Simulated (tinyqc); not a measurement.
Choosing the metal: Schottky barrier with interface states (Cowley-Sze model), image lowering and contact resistance. Computed by tinyqc, a small Python program. Command: `OMP_NUM_THREADS=1 python tinyqc.py 3015473 3015474 out.jsonl pinning walk`. One thread of a shared host (Intel(R) Xeon(R) Processor @ 2.30GHz), about 0.01 s of CPU time with the checks.

An n-type semiconductor under a metal. The barrier lies between the Schottky-Mott limit phi_M - chi and the Bardeen limit E_g - E_n, E_n being the neutrality level of the interface states; the space-charge term of the full Cowley-Sze expression is left out.

Inputs (values chosen for the exercise, for a model semiconductor): gap E_g = 1 eV; electron affinity chi = 4.02 eV; metal work function phi_M = 4.33 eV; neutrality level E_n above the valence band = 0.264 eV; optical dielectric constant eps_opt = 8.61; dielectric constant eps_s = 8.61; electron mass m_e = 0.299 m_0; valleys M_c = 6; donor density N = 1.1e+16 cm^-3; temperature T = 300 K.

Pinning factor from: Moench relation.

Constants: k_B = 8.617333262e-05 eV/K; hbar = 1.054571817e-34 J s; m_0 = 9.1093837015e-31 kg; eps_0 = 8.8541878128e-12 F/m; e = 1.602176634e-19 C; k_B = 1.380649e-23 J/K; h = 6.62607015e-34 J s.

Method:
- S = 1/(1 + 0.1 (eps_opt - 1)^2), an empirical relation for metal-induced gap states.
- phi_B = S (phi_M - chi) + (1 - S)(E_g - E_n); the hole barrier is E_g - phi_B.
- A* = 4 pi e m_e M_c k_B^2/h^3 (a simple valley count); J_s = A* T^2 exp(-phi/k_B T).
- E_00 = (e hbar/2) sqrt(N/(m_e eps_s eps_0)), E_0 = E_00 coth(E_00/k_B T); scaling form of the contact resistivity rho_c = (k_B/(e A* T)) exp(phi_B/E_0), which is the thermionic result when E_00 << k_B T and keeps only the leading exponential of tunnelling when E_00 >> k_B T; image lowering is left out of it.

pinning factor S = 0.147249

Bardeen barrier = 0.736 eV

E_0 = 0.0258710 eV

Against work function:
```
phi_M (eV)  Schottky-Mott (eV)  phi_B (eV)  J_0 (A/cm^2)  rho_c (ohm cm^2)
4.02                      0.00     0.62762    5.5494e-04                46
4.16                      0.14     0.64824    2.4999e-04               102
4.31                      0.29     0.67033    1.0638e-04               238
4.45                      0.43     0.69094    4.7925e-05               529
4.59                      0.57     0.71156    2.1590e-05              1173
4.73                      0.71     0.73217    9.7260e-06              2603
4.88                      0.86     0.75426    4.1389e-06              6114
5.02                      1.00     0.77487    1.8645e-06             13564
```

What does the comparison show, and why?

A span of 1.00 eV in work function moves the barrier by 0.147 eV (slope S = 0.147) and rho_c by 2.5 decades. The barrier equals its Schottky-Mott value only at phi_M = chi + E_g - E_n = 4.76 eV, where the interface states are neutral.
